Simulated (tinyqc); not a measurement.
# Ballistic Schottky-barrier transistor with a one-dimensional channel, WKB contacts, step by step

Numbers from tinyqc (`OMP_NUM_THREADS=1 python tinyqc.py 2390127 2390128 out.jsonl`; about 0.07 s on one thread of a shared Intel Xeon 2.30GHz). Printed values are rounded.

Source Fermi level 0, drain Fermi level -Vd. Far from the contacts Ec = pn - psi, and the gate moves psi one to one; the band edges relax as exp(-x/lam) from pn at the source and pn - Vd at the drain; Ev = Ec - Eg. A carrier of energy w inside the channel band meets at a contact a barrier of height D (the contact edge beyond the channel edge): T = 1 for w >= D, else exp(-S), S = 4 lam sqrt(m/C) [sqrt(D - w) - sqrt(w) arctan sqrt((D - w)/w)], C = hbar^2/(2 m0). The two contacts combine as Ts Td/(Ts + Td - Ts Td).

Values chosen for this exercise; channel values close to those of a silicon nanowire with silicide contacts:
- T = 300 K (temperature)
- Eg = 1.12 eV (band gap)
- pn = 0.89 eV (barrier for electrons at both contacts)
- mn = 0.21 m0 (electron mass)
- mp = 0.26 m0 (hole mass)
- g = 2 (valleys or subbands)
- lam = 2.5 nm (screening length at the contacts)
- Vd = 0.5 V (drain bias)
- ps = -0.16 V (band shift psi of the channel by the gate)
- w0 = 0.4 eV (energy of one carrier inside the channel band)
- wm = 0.84 eV (upper end of the grid)
- nE = 13 (points of the grid)

Constants: q = 1.602176634e-19 C, kB = 1.380649e-23 J/K, hbar = 1.054571817e-34 J s, h = 6.62607015e-34 J s, m0 = 9.1093837015e-31 kg, Vt = kB T/q, hbar^2/(2 m0) = 0.0380998212 eV nm^2. Results are converted to the units shown.

Range of the model: No scattering, image-force lowering, channel charge or band-to-band tunnelling; parabolic kappa overstates S deep in the gap.

## Band edges and barriers

Electrons: Ds = psi, Dd = psi - Vd, Es = Ec, Ed = Ec + Vd. Holes: Ds = -psi, Dd = Vd - psi, Es = -Ev, Ed = -Ev - Vd. The size of each current is taken; both flow from drain to source and add.

Ec = 1.05 eV
Ev = -0.07 eV
D for electrons (eV): source -0.160000, drain -0.660000
D for holes (eV): source 0.160000, drain 0.660000

A negative D is no barrier. Here the holes carry the larger current.

## Transmission of one of the holes

S and T at both contacts for w = w0, and the tunnelling distance lam ln(D/w) at the higher barrier.

S at the source = 0
S at the drain = 2.10983
combined T = 0.121259
tunnelling distance = 1.25194 nm

## Current of the holes on a coarse grid

I = g (2 q^2/h) int T(w) [f(Es + w) - f(Ed + w)] dw, f(y) = 1/(1 + exp(y/Vt)). Electrons: Ds = psi, Dd = psi - Vd, Es = Ec, Ed = Ec + Vd. Holes: Ds = -psi, Dd = Vd - psi, Es = -Ev, Ed = -Ev - Vd. The size of each current is taken; both flow from drain to source and add. Simpson's rule on nE equally spaced w from 0 to wm.

| point | w (eV) | Ts | Td | T | size of the supply difference |
|---|---|---|---|---|---|
| 0 | 0.000000 | 2.89699e-5 | 6.06977e-10 | 6.06964e-10 | 0.937481 |
| 1 | 0.070000 | 0.138688 | 1.01135e-5 | 1.01128e-5 | 0.995571 |
| 2 | 0.140000 | 0.850247 | 2.85167e-4 | 2.85152e-4 | 0.999690 |
| 3 | 0.210000 | 1 | 0.00275540 | 0.00275540 | 0.999779 |
| 4 | 0.280000 | 1 | 0.0150629 | 0.0150629 | 0.996987 |
| 5 | 0.350000 | 1 | 0.0563993 | 0.0563993 | 0.956667 |
| 6 | 0.420000 | 1 | 0.158926 | 0.158926 | 0.595516 |
| 7 | 0.490000 | 1 | 0.354501 | 0.354501 | 0.0894065 |
| 8 | 0.560000 | 1 | 0.640863 | 0.640863 | 0.00650522 |
| 9 | 0.630000 | 1 | 0.932547 | 0.932547 | 4.36474e-4 |
| 10 | 0.700000 | 1 | 1 | 1 | 2.91197e-5 |
| 11 | 0.770000 | 1 | 1 | 1 | 1.94201e-6 |
| 12 | 0.840000 | 1 | 1 | 1 | 1.29510e-7 |

current = 2.11011 uA

A converged quadrature gives 2.195 uA; this grid is 3.9 % below that. 0.0250 % of it passes over both barriers, the rest tunnels. The other carrier adds 9.19e-18 uA.
